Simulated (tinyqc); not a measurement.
Comparisons within one model: type-II superlattice in the two-band Kane model. A value that a table varies takes the place of the one given here.

Motion along the axis, period d = a + b, c = hbar^2/2m0. Conduction and light-hole bands couple: (E - Ec)(E - Ev) = Ep c k^2 in each layer, with mass m(E) = (E - Ev)/Ep, which may be negative. The conduction envelope psi and psi'/m(E) are continuous; a layer carries them by [[cos kt, (m/k) sin kt], [-(k/m) sin kt, cos kt]] (cosh and sinh for k^2 < 0), and cos(q d) = tr(M_B M_A)/2. C1 is the first miniband above EvB, with its bottom at tr/2 = +1 and its top at -1; the gap is the bottom of C1 less the top heavy-hole level HH1.

Heavy holes are uncoupled: with e = EvB - E, p = sqrt(mhB e/c), w = sqrt(mhA (EvB - EvA - e)/c), the top level HH1 at q = 0 solves (p/mhB) tan(p b/2) = (w/mhA) tanh(w a/2).

Constants: hbar^2/2m0 = 3.80998211 eV angstrom^2; hc = 1239.841984 eV nm.

Inputs chosen for the exercise (near those of an InAs/GaSb superlattice; shifted at random, so the results belong to these values and not to a real crystal):
- b = 51 angstrom (layer B)
- EcA = 0 eV (conduction edge of A)
- EvA = -0.417 eV (valence edge of A)
- EcB = 0.933 eV (conduction edge of B)
- EvB = 0.109 eV (valence edge of B)
- EpA = 14.2 eV (coupling energy in A)
- EpB = 17.8 eV (coupling energy in B)
- mhA = 0.33 m0 (heavy hole in A)
- mhB = 0.27 m0 (heavy hole in B)
- As = (23, 27, 36, 44, 56, 65, 78) angstrom (widths of layer A)
- a = 51 angstrom (layer A)

## Width of layer A

Bottom of C1 (tr/2 = +1, above EvB), HH1, the gap and hc/gap; widths at which C1 no longer starts above EvB are left out.

Results:

| a (angstrom) | C1 (eV) | HH1 (eV) | gap (meV) | cut-off (micrometre) |
|---|---|---|---|---|
| 23 | 0.4594 | 0.0736 | 385.8 | 3.21 |
| 27 | 0.4058 | 0.0735 | 332.4 | 3.73 |
| 36 | 0.3141 | 0.0734 | 240.7 | 5.15 |
| 44 | 0.2561 | 0.0734 | 182.7 | 6.79 |
| 56 | 0.1946 | 0.0734 | 121.3 | 10.23 |
| 65 | 0.1617 | 0.0734 | 88.3 | 14.04 |
| 78 | 0.1268 | 0.0734 | 53.4 | 23.22 |

From a = 23 to 78 angstrom C1 falls by 333 meV while HH1 moves by -0.2 meV, so layer A tunes the gap, from 386 to 53 meV. The cut-off shifts by 0.129 micrometre per angstrom at the thin end and 0.706 at the thick end: long wavelengths need tight control of the thickness.

## One band or two

Bottom of C1. One band: (k/mA) tan(k a/2) = (kappa/mB) tanh(kappa b/2) with the edge masses (Ec - Ev)/Ep and barrier EcB - EcA. Second row: mA replaced by m(E). The last column is measured against two bands.

Results:

| model | C1 (eV) | gap (meV) | error (meV) |
|---|---|---|---|
| one band, edge masses | 0.1954 | 122.1 | -21.9 |
| m(E) in A only | 0.1712 | 97.8 | -46.1 |
| two bands | 0.2173 | 143.9 | 0.0 |

mA = 0.0294 m0
mB = 0.0463 m0

With edge masses C1 errs by -22 meV, 15 % of the gap. The heavier m(E) in A changes it by -24 meV; the treatment of B changes it by +46 meV, since C1 lies 108 meV above the valence edge of B, where its mass is 0.0061 instead of 0.0463.

## What each parameter does

Bottom and width of C1, HH1 and the gap. Each row changes one parameter from the base and keeps the others.

Results:

| case | C1 (eV) | width (meV) | HH1 (eV) | gap (meV) |
|---|---|---|---|---|
| base | 0.2173 | 27.3 | 0.0734 | 143.9 |
| a = 48 angstrom | 0.2328 | 28.5 | 0.0734 | 159.4 |
| b = 48 angstrom | 0.2152 | 30.6 | 0.0697 | 145.5 |
| EvB = 0.089 eV | 0.2155 | 25.3 | 0.0536 | 161.9 |
| EcB = 0.983 eV | 0.2201 | 25.0 | 0.0734 | 146.7 |
| EvA = -0.447 eV | 0.2127 | 26.7 | 0.0730 | 139.7 |
| EpA = 15.3 eV | 0.2246 | 28.8 | 0.0734 | 151.3 |
| mhB = 0.31 m0 | 0.2173 | 27.3 | 0.0765 | 140.8 |

The largest shifts from the base row, up to three for each result and ties (the steps differ in size, so this ranks the rows, not the parameters). C1 (eV): a +0.0155, EpA +0.0074, EvA -0.0046; unchanged at the printed digits by mhB. width (meV): b +3.3, EcB -2.3, EvB -2.0; unchanged at the printed digits by mhB. HH1 (eV): EvB -0.0197, b -0.0037, mhB +0.0031; unchanged at the printed digits by a, EcB and EpA. gap (meV): EvB +18.0, a +15.5, EpA +7.4.

Computed by tinyqc, a small Python program: `OMP_NUM_THREADS=1 python tinyqc.py 1250019 1250020 out.jsonl` (the numbers bound the seed that draws the inputs); one thread of a shared host (Intel(R) Xeon(R) Processor @ 2.30GHz), about 0.06 s for the whole set of steps.
